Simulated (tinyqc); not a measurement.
What each parameter does: ellipsoidal valleys in the axes of a wafer and a channel.

Valleys with axes a along [111], [1-1-1], [-11-1] and [-1-11], one whole valley each; inverse mass tensor w = 1/mt + (1/ml - 1/mt) a a. Device axes: z = nz/|nz|, x = nx/|nx|, y = z cross x; in them a = (ax, ay, az). Confinement mass mz = 1/w_zz. In the plane w_ij is replaced by u_ij = w_ij - w_iz w_jz/w_zz (i, j = x, y); density-of-states mass md = 1/sqrt(det u); conductivity mass along x mc = 1/u_xx; ballistic transport mass mx = u_yy/det u, width mass my = 1/u_yy.

Hard walls: E_n = c (n pi/t)^2/mz, c = hbar^2/2m0, n = 1, 2, 3. Non-degenerate share of a valley proportional to md sum_n exp(-E_n/kT); mean 1/mc = sum of share/mc. 1 nm = 10 angstrom.

Constants: hbar^2/2m0 = 3.80998211 eV angstrom^2; kB = 8.617333262e-05 eV/K.

Values chosen for the exercise (near those of the L valleys of Ge; shifted at random, so the results belong to these values and not to a real crystal):
- ml = 1.544 m0 (longitudinal mass)
- mt = 0.08 m0 (transverse mass)
- nz = (1, 1, 0) (surface normal (confinement))
- nx = (1, -1, 1) (channel direction)
- t = 8.5 nm (thickness of the film)
- T = 300 K (temperature)

Lowest E1, its share and the mean conductivity mass.

Results for these values:
```
case  lowest E1 (meV)   share  mean mc (m0)
base            23.93  0.7597        0.1220
```

What happens to each result for mt = 0.072 m0, all else kept?

Answer: lowest E1 rises from 23.93 to 26.34; share rises from 0.7597 to 0.7889; mean mc falls from 0.1220 to 0.1093.

The same for each parameter in turn:
```
case           lowest E1 (meV)   share  mean mc (m0)
base                     23.93  0.7597        0.1220
ml = 1.39 m0             24.18  0.7586        0.1212
mt = 0.072 m0            26.34  0.7889        0.1093
t = 9.35 nm              19.78  0.7131        0.1241
T = 270 K                23.93  0.7879        0.1207
```

tinyqc: `OMP_NUM_THREADS=1 python tinyqc.py 1881003 1881004 out.jsonl`; about 0.01 s, one thread, shared Intel(R) Xeon(R) Processor @ 2.30GHz.
